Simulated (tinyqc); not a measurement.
Error of each scheme against the width: smearing for a one-band metal on the simple cubic lattice.

Lattice vectors (units of a): a1 = (1, 0, 0), a2 = (0, 1, 0), a3 = (0, 0, 1). E(k) = -t A_1(k) - t2 A_2(k), A_m the sum of cos(k . R) over the 6 nearest and 12 second lattice vectors. Mesh k = sum (j_i/N) b_i, j_i = 0 .. N-1.

With x = (E_k - mu)/sigma: Fermi-Dirac f = 1/(1 + exp(x)), s = -f ln f - (1 - f) ln(1 - f); Gaussian f = erfc(x)/2, s = exp(-x^2)/(2 sqrt(pi)); Methfessel-Paxton (first order) f = erfc(x)/2 - x exp(-x^2)/(2 sqrt(pi)), s = (1 - 2 x^2) exp(-x^2)/(4 sqrt(pi)); cold (Marzari-Vanderbilt) with y = x + 1/sqrt(2), f = erfc(y)/2 + exp(-y^2)/sqrt(2 pi), s = y exp(-y^2)/sqrt(2 pi). With weights w = points/N^d (d the dimension), mu solves 2 sum w f = ne; E = 2 sum w f E_k, S = 2 sum w s, F = E - sigma S.

Parameters, chosen for this exercise:
```
symbol  value  unit  meaning
t       0.83   eV    nearest hopping
t2      -0.15  eV    second hopping
ne      0.54         electrons per cell
```

All on the dense mesh N = 40. The reference is F of first-order Methfessel-Paxton smearing with sigma = 0.05 t on the mesh N = 40; it moves by 0.11 meV on the mesh N = 50; in three dimensions such meshes can agree by chance and the reference may be off by about 1 meV, so smaller errors are not resolved.

Errors (meV per cell):
```
sigma (eV)     FD F  FD (E+F)/2  Gauss F  Gauss (E+F)/2   MP F  cold F
0.083         -4.79       -0.07    -0.78          -0.04  -0.04   -0.06
0.124        -10.69       -0.07    -1.68          -0.07  -0.07   -0.05
0.166        -18.93       -0.15    -2.94          -0.07  -0.07   -0.02
0.332        -73.49       -3.20   -11.55          -0.06  -0.05    0.29
0.498       -156.96      -13.78   -25.90          -0.14  -0.12    0.41
0.664       -262.32      -33.58   -45.79          -0.68  -0.67   -0.93
```

Give the missing row, sigma (eV) = 0.249.

Computed row:
```
sigma (eV)    FD F  FD (E+F)/2  Gauss F  Gauss (E+F)/2   MP F  cold F
0.249       -42.11       -0.95    -6.52          -0.07  -0.06    0.09
```

reference = -1.20876 eV

Doubling sigma from 0.166 to 0.332 eV multiplies the error of F by 3.9 (Fermi-Dirac) and 3.9 (Gaussian); a pure sigma^2 term would give 4. At the smallest width Fermi-Dirac errs 6.2 times as much as Gaussian, against 2 pi^2/3 = 6.6 for the ratio of the sigma^2 terms at equal sigma. At the largest width the sizes of the errors rank MP F 0.7, Gauss (E+F)/2 0.7, cold F 0.9, FD (E+F)/2 33.6, Gauss F 45.8, FD F 262.3 meV; below about 1 meV this order, and the ratios at the smallest width, carry the noise of the mesh.

(tinyqc, `OMP_NUM_THREADS=1 python tinyqc.py 1650060 1650061 out.jsonl`, Intel(R) Xeon(R) Processor @ 2.30GHz, 1 thread, shared host, about 0.3 s.)
